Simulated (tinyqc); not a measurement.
Worked calculation: three-level Kane dispersion of a narrow-gap semiconductor. Values are carried at full precision from step to step, so a last printed digit may differ when a step is redone from the rounded ones.

Zero of energy at Gamma8, c = hbar^2/2m0, P^2 = Ep c. The free-electron term and remote bands are left out, so the heavy holes are flat at E = 0 and the other three bands obey E (E - Eg)(E + Dso) = P^2 k^2 (E + 2 Dso/3). The conduction band is the highest root; its edge is Ec = max(Eg, 0).

Constants: hbar^2/2m0 = 3.80998211 eV angstrom^2; hbar = 6.58211957e-16 eV s; e^2/(4 pi eps0) = 14.39964547 eV angstrom; muB = 5.788381798e-05 eV/T.

Parameters, chosen for this exercise (near those of HgTe; not measured data): Eg = -0.286 eV (E(Gamma6) - E(Gamma8)); Dso = 1.12 eV (spin-orbit splitting); Ep = 19.2 eV (Kane energy); k = 0.016 1/angstrom (wave vector); n = 1.4e+17 cm^-3 (electron density); eps = 15.2 (high-frequency dielectric constant); B = 1.5 T (magnetic field).

## The three bands at one k

Expand the equation into E^3 + a2 E^2 + a1 E + a0 = 0 and give its roots; compare with the two-level form (Dso to infinity) E = Eg/2 +/- sqrt(Eg^2/4 + (2/3) P^2 k^2).

P^2 k^2 = 0.018727 eV^2

a2, a1, a0: 1.406000  0.301593  -0.013983

roots (eV): -1.1275  -0.3175  0.0391

two-level form (eV): -0.3245  0.0385

The two-level form misses the highest root by -0.6 meV. The order is inverted: the band that would be the light hole curves upward from Gamma8 and touches the heavy holes, so there is no gap.

## Mass at the edge and limiting velocity

For Eg < 0 the conduction band starts at Gamma8 with m0* = 3 |Eg|/(2 Ep). In the two-level form the velocity tends to v = sqrt(2/3) P/hbar, and |Eg| = 2 m v^2 with m = 3 |Eg|/(2 Ep), as for a relativistic particle. 1 angstrom = 1e-10 m.

m0* = 0.02234 m0
P = 8.5529 eV angstrom
v = 1.061e+06 m/s
k at which the linear part sets in, |Eg|/(2 hbar v) = 0.02048 1/angstrom

## Fermi level and mass at a given density

Degenerate electrons at T = 0: kF = (3 pi^2 n)^(1/3), 1 cm^-3 = 1e-24 angstrom^-3; EF is the highest root at kF. The momentum (cyclotron, optical) mass is m(E) = hbar^2 k/(dE/dk) = c d(k^2)/dE with d(k^2)/dE = k^2 [1/E + 1/(E - Eg) + 1/(E + Dso) - 1/(E + 2 Dso/3)]; the density of states is k d(k^2)/dE/(2 pi^2).

Edge mass m0* = 3 |Eg|/(2 Ep).

Compare EF - Ec with the parabolic value c kF^2/m0*.

kF = 0.01606 1/angstrom
EF - Ec = 0.0393 eV
parabolic value = 0.0440 eV
m(EF) = 0.02761 m0
m(EF)/m0* = 1.236
density of states at EF = 5.898e+18 1/(eV cm^3)

The parabola overstates EF - Ec by a factor of 1.12; (EF - Ec)/|Eg| = 0.14, and the two-level rule 1 + 2 (EF - Ec)/|Eg| = 1.275 estimates the mass ratio.

## Plasma and cyclotron energies

hbar wp = sqrt(8 pi c (e^2/4 pi eps0) n/(eps m)), hbar wc = 2 muB B/m (classical limit), with m = m(EF) and, for comparison, the edge mass; n in angstrom^-3.

hbar wp with m(EF), with m0* (meV): 21.45  23.84

hbar wc with m(EF), with m0* (meV): 6.29  7.77

hbar wc is not small against EF - Ec = 39.3 meV, so fewer than ten Landau levels are filled and the classical value is only a guide.

## Checks

- Roots of the cubic against the 8 x 8 Kane matrix without remote terms: they agree to 1e-10 or better.
- m(E) near the edge against m0*: both 0.02234.

Run: tinyqc, `OMP_NUM_THREADS=1 python tinyqc.py 1080455 1080456 out.jsonl`; Intel(R) Xeon(R) Processor @ 2.30GHz, one thread, shared host; about 0.01 s of CPU time with all checks.
